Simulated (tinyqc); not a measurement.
Field dependence: Hall effect and magnetoresistance of several carrier groups with constant relaxation times. Computed by tinyqc, a small Python program. Command: `OMP_NUM_THREADS=1 python tinyqc.py 3013016 3013017 out.jsonl hall2 walk`. One thread of a shared host (Intel(R) Xeon(R) Processor @ 2.30GHz), about 0.01 s of CPU time with the checks.

Group 1 has charge -e and group 2 charge -e; s_i is that sign. B lies along z; mu B is formed with mu in m^2/(V s).

Inputs (values chosen for the exercise, for a model conductor):
```
quantity            value        unit
density n1        2.5e+16      1/cm^3
mobility mu1        64000  cm^2/(V s)
density n2        9.1e+16      1/cm^3
mobility mu2         4300  cm^2/(V s)
magnetic field B      6.7           T
```

Carriers: two electron groups. Densities: per volume.

Constants: e = 1.602176634e-19 C.

Method:
- Weak field: R_H(0) = sum s_i n_i mu_i^2/(e (sum n_i mu_i)^2); MR = c B^2 with c = n1 n2 mu1 mu2 (s1 mu1 - s2 mu2)^2/(n1 mu1 + n2 mu2)^2. Strong field: R_H = 1/(e sum s_i n_i); rho_xx saturates at (n1/mu1 + n2/mu2)/(e (sum s_i n_i)^2).
- sigma_xx = sum n_i e mu_i/(1 + mu_i^2 B^2); sigma_xy = sum s_i n_i e mu_i^2 B/(1 + mu_i^2 B^2).
- rho_xx = sigma_xx/(sigma_xx^2 + sigma_xy^2); Hall coefficient R_H = sigma_xy/(B (sigma_xx^2 + sigma_xy^2)), with B in V s/cm^2 (1 T = 1e-4 V s/cm^2); magnetoresistance MR = rho_xx(B)/rho_xx(0) - 1.

saturation MR = 218.960 %

Against the field:
```
B (T)        mu1 B  rho_xx (ohm cm)  R_H (cm^3/C)      MR (%)
0.0078  4.9920e-02        0.0031355       -163.81  3.4232e-02
0.023   1.4720e-01        0.0031437       -163.68  2.9728e-01
0.062   3.9680e-01        0.0032015       -162.75  2.1420e+00
0.16    1.0240e+00        0.0035581       -157.04  1.3517e+01
0.39    2.4960e+00        0.0050632       -132.91  6.1537e+01
0.94    6.0160e+00        0.0078992        -87.44  1.5202e+02
2.3     1.4720e+01        0.0095272        -61.34  2.0396e+02
6.2     3.9680e+01        0.0099287        -54.91  2.1677e+02
19      1.2160e+02        0.0099901        -53.92  2.1872e+02
```

MR starts as B^2.00 and ends as B^0.01; it saturates at 219 %. One group alone would show no magnetoresistance in this model. The rows with mu1 B well above 1 show the semiclassical limit; Landau quantisation is left out. Caution: mu B is well above 1, where Landau quantisation, left out here, shows at low temperature.
